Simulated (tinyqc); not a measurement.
# Weibull analysis of times to dielectric breakdown, with area scaling, step by step

Numbers from tinyqc (`OMP_NUM_THREADS=1 python tinyqc.py 2070125 2070126 out.jsonl`; about 0.01 s on one thread of a shared Intel Xeon 2.30GHz). Printed values are rounded.

Breakdown times follow F(t) = 1 - exp(-(t/t63)^beta). The 12 times below were drawn at random from beta = 2.2, t63 = 69 s and are treated as data; all samples failed.

Parameters, values chosen for the exercise: area of a test capacitor A1 = 470 um^2; gate area of the product A2 = 3.8e5 um^2; allowed share of failed products Fp = 0.0001.

## Median ranks and the Weibull scale

t, i 1 to 12 (s): 25.3  28.6  38.8  58.6  59.7  62.1  70.4  75.3  76.2  76.8  78.9  139

F_i = (i - 0.3)/(n + 0.4) for the sorted times, W_i = ln(-ln(1 - F_i)).

```
i           F          W      ln t
1   0.0564516  -2.845458  3.230804
2   0.1370968  -1.914248  3.353407
3   0.2177419  -1.404171  3.658420
4   0.2983871  -1.037404  4.070735
5   0.3790323  -0.741338  4.089332
6   0.4596774  -0.485176  4.128746
7   0.5403226  -0.252019  4.254193
8   0.6209677  -0.030321  4.321480
9   0.7016129   0.190094  4.333361
10  0.7822581   0.421630  4.341205
11  0.8629032   0.686660  4.368181
12  0.9435484   1.055834  4.934474
```

## Straight-line fit

W = ln(-ln(1 - F)) is the Weibull ordinate of each ranked failure. Least squares of W on ln t: beta = sum (x - mean x)(W - mean W)/sum (x - mean x)^2 with x = ln t, and ln t63 = mean x - mean W/beta.

beta = 2.295095
t63 = 75.27443 s

beta is 4.3 % above the value that made the data and t63 9.1 % above it.

## Iteration 1: likelihood estimate of beta

beta at the start = 2.3

Maximum likelihood: a(beta) = 1/beta with a = sum t^beta ln t/sum t^beta - mean ln t. Newton step: beta(new) = beta - [a - 1/beta]/[v + 1/beta^2], v the variance of ln t under the weights t^beta.

beta after iteration 1 = 2.434470

## Iteration 2: likelihood estimate of beta

As before.

beta after iteration 2 = 2.439421

## Course of the iteration

Stop when beta changes by less than 1e-9, or after 40 iterations.

Course of the iteration:
```
iteration      beta    change
1          2.434470     0.134
2          2.439421   4.95e-3
3          2.439427   6.07e-6
4          2.439427  9.10e-12
```

Converged in 4 iterations.

## Scale parameter and projection to the product

converged beta = 2.439427

t63 = (mean of t^beta)^(1/beta). Defects are spread at random, so -ln(1 - F) is proportional to the area: t63(A2) = t63 (A1/A2)^(1/beta), and the time to the share Fp is t63(A2) (-ln(1 - Fp))^(1/beta).

t63 = 74.27766 s
t63 of the product = 4.774233 s
time to Fp = 0.1094417 s
decades lost against t63 = 2.831675

The straight-line values give 0.0736 s for the time to Fp and the values that made the data 0.0500 s: with 12 samples beta is uncertain by about 0.78/sqrt(n) = 23 %, and the projection hangs on 1/beta.
